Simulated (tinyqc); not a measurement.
Worked calculation: optical gain and spontaneous emission in a bulk direct-gap semiconductor. Values are carried at full precision from step to step, so a last printed digit may differ when a step is redone from the rounded ones.

F_j(eta) = (1/Gamma(j + 1)) integral_0^infinity x^j dx/(1 + exp(x - eta)), which tends to exp(eta) for eta << 0.

Quasi-Fermi levels: n = Nc F_1/2(Fc/kT) and p = Nv F_1/2(Fv/kT), Fc counted up from the conduction edge and Fv down from the valence edge; Nc, Nv from N = 2 (m kB T/(4 pi c))^(3/2) with c = hbar^2/2m0, in 1/angstrom^3; times 1e24 for 1/cm^3, with me and (mhh^(3/2) + mlh^(3/2))^(2/3).

Constants: hbar^2/2m0 = 3.80998211 eV angstrom^2; kB = 8.617333262e-05 eV/K; fine-structure constant alpha = 0.007297352564; hbar = 6.58211957e-16 eV s; hbar c = 1973.269805 eV angstrom.

Values chosen for the exercise (near those of InGaAs; not measured data): me = 0.0401 m0 (electron mass); mhh = 0.451 m0 (heavy-hole mass); mlh = 0.0505 m0 (light-hole mass); n = 1.1e+18 1/cm^3 (injected density, n = p); T = 200 K; Eg = 0.758 eV (direct gap); Ep = 23.6 eV (Kane energy); nr = 3.61 (refractive index); E = 0.807 eV (photon energy).

## Quasi-Fermi levels

Solve for Fc and Fv.

kT = 0.017235 eV
Nc = 1.097e+17 1/cm^3
Nv = 4.292e+18 1/cm^3
Fc = 0.0942 eV
Fv = -0.0219 eV
Fc + Fv = 0.0723 eV

The separation of the quasi-Fermi levels exceeds the gap, so photons between Eg and Eg + (Fc + Fv) see gain. The quasi-Fermi level of the electrons lies inside the band, that of the holes in the gap.

## Absorption of the empty crystal

Parabolic bands, vertical transitions, no excitons. For each hole band j: mr = me mj/(me + mj); joint density of states J_j(E) = (mr/c)^(3/2) sqrt(E - Eg)/(2 pi^2), both spins, c = hbar^2/2m0; averaged matrix element |e.p|^2 = m0 Ep/6; alpha_j(E) = 4 pi^2 alpha_f c Ep J_j/(3 nr E) in 1/angstrom (alpha_f the fine-structure constant, listed as alpha among the constants), times 1e8 for 1/cm.

Evaluate at E for heavy and light holes.

mr, J and alpha of each hole band:

| hole | mr (m0) | J (1/(eV angstrom^3)) | alpha (1/cm) |
|---|---|---|---|
| heavy | 0.03683 | 1.066e-05 | 3158.4 |
| light | 0.02235 | 5.039e-06 | 1493.5 |

The heavy-hole band gives 68 % of the total, 4652 1/cm.

## Occupations and gain at E

For band j the electron sits at Ee = (E - Eg) mr/me above its edge and the hole at Eh = (E - Eg) mr/mj; fe = 1/(1 + exp((Ee - Fc)/kT)), fh = 1/(1 + exp((Eh - Fv)/kT)); gain g = sum_j alpha_j (fe + fh - 1).

Use mr and alpha from the table.

Energies, occupations and gain of each hole band:

| hole | Ee (eV) | Eh (eV) | fe | fh | g (1/cm) |
|---|---|---|---|---|---|
| heavy | 0.0450 | 0.0040 | 0.946 | 0.182 | 403 |
| light | 0.0273 | 0.0217 | 0.980 | 0.074 | 80 |

total gain = 483 1/cm

E - Eg = 0.0490 eV is below Fc + Fv = 0.0723 eV, so both bands give gain (Bernard-Duraffourg).

## Spontaneous emission

Spontaneous rate: R = integral of (nr E/(hbar c))^2/(pi^2 hbar) sum_j alpha_j fe fh dE, with alpha in 1/cm and (nr E/(hbar c))^2 in 1/cm^2 (1e16 per 1/angstrom^2); B = R/(n p); lifetime n/R.

Integrate over photon energy.

R = 2.25e+26 1/(cm^3 s)
B = 1.86e-10 cm^3/s
radiative lifetime = 4.90 ns

## Checks

- B at n = 1e13 1/cm^3 against the van Roosbroeck-Shockley value from alpha and ni^2 (cm^3/s): both 2.92e-10.

Computed by tinyqc, a small Python program: `OMP_NUM_THREADS=1 python tinyqc.py 1651220 1651221 out.jsonl` (the numbers bound the seed that draws the inputs); one thread of a shared host (Intel(R) Xeon(R) Processor @ 2.30GHz), about 0.1 s for the whole set of steps.
